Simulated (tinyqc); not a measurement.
Thickness from the minima: X-ray reflectivity of a thin film on silicon: critical angles, Parratt recursion, fringes and roughness. Computed by tinyqc, a small Python program. Command: `OMP_NUM_THREADS=1 python tinyqc.py 3120584 3120585 out.jsonl xrr walk`. One thread of a shared host (Intel(R) Xeon(R) Processor @ 2.30GHz), about 0.01 s of CPU time with the checks.

n = 1 - delta + i beta; the classical electron radius is r_e = 2.8179403e-6 nm. Layer 0 is vacuum, 1 the film, 2 the substrate.

Inputs (values chosen for the exercise, modelled on TaN on silicon, copper K-alpha radiation):

| quantity | value | unit |
|---|---|---|
| wavelength lambda | 0.15406 | nm |
| film density rho | 14.3 | g/cm^3 |
| effective electrons per unit mass, film | 0.409 | mol/g |
| beta/delta, film | 0.088 | - |
| film thickness d | 67.6 | nm |
| roughness of the surface sigma_1 | 0.88 | nm |
| roughness of the interface sigma_2 | 0.31 | nm |
| substrate density | 2.33 | g/cm^3 |
| effective electrons per unit mass, substrate | 0.507 | mol/g |
| beta/delta, substrate | 0.023 | - |
| grazing angle theta | 0.991 | degrees |

Constants: N_A = 6.02214076e+23 1/mol.

Method:
- delta = r_e lambda^2 rho_e/(2 pi), rho_e = density x electrons per mass x N_A; critical angle sqrt(2 delta), q_c = 4 sqrt(pi r_e rho_e).
- k_j = (2 pi/lambda) sqrt(sin^2 theta - 2 delta_j + 2 i beta_j); r_ij = (k_i - k_j)/(k_i + k_j) x exp(-2 k_i k_j sigma^2) (Nevot-Croce); r = (r_01 + r_12 p)/(1 + r_01 r_12 p), p = exp(2 i k_1 d); R = |r|^2.
- Far above the critical angle the period is d theta = lambda/(2 d), or 2 pi/d in q; the envelope runs between (|r_01| - |r_12 p|)^2 and (|r_01| + |r_12 p|)^2; contrast = 2 a b/(a^2 + b^2) with a = |r_01|, b = |r_12 p|; roughness factors on the amplitudes are about exp(-q^2 sigma^2/2).
- Minima of R theta^4 are located on 6001 points over 7.5 periods, from 1.15 times the larger critical angle. With refraction, sin^2(theta_m) = 2 delta + m^2 (lambda/(2 d))^2, m integer or half-integer; the first six minima are used, and the first order is the one that minimises the largest residual of the least-squares line plus the distance of its intercept from 2 delta. Without refraction, d = lambda/(2 x mean step of sin theta).

Constants:

| layer | rho_e (1/nm^3) | delta | beta | critical angle (degrees) | q_c (1/nm) |
|---|---|---|---|---|---|
| film | 3522.17 | 3.74923e-05 | 3.29932e-06 | 0.496145 | 0.706327 |
| substrate | 711.40 | 7.57263e-06 | 1.74170e-07 | 0.222977 | 0.317437 |

period in theta = 0.0652884 degrees

Minima:

| order m | theta (degrees) | sin^2 theta |
|---|---|---|
| 5 | 0.59644 | 1.0836e-04 |
| 6 | 0.63357 | 1.2227e-04 |
| 7 | 0.67552 | 1.3900e-04 |
| 8 | 0.72106 | 1.5837e-04 |
| 9 | 0.76961 | 1.8042e-04 |
| 10 | 0.82046 | 2.0504e-04 |

d with refraction = 67.812 nm

d without refraction = 98.514 nm

Against d = 67.6 nm the errors are +0.31 % with and +45.73 % without refraction. The orders are integers, as r_01 and r_12 have opposite signs for a film denser than the substrate.

Extremes, crossings and ranges named in words are read from the listed rows.
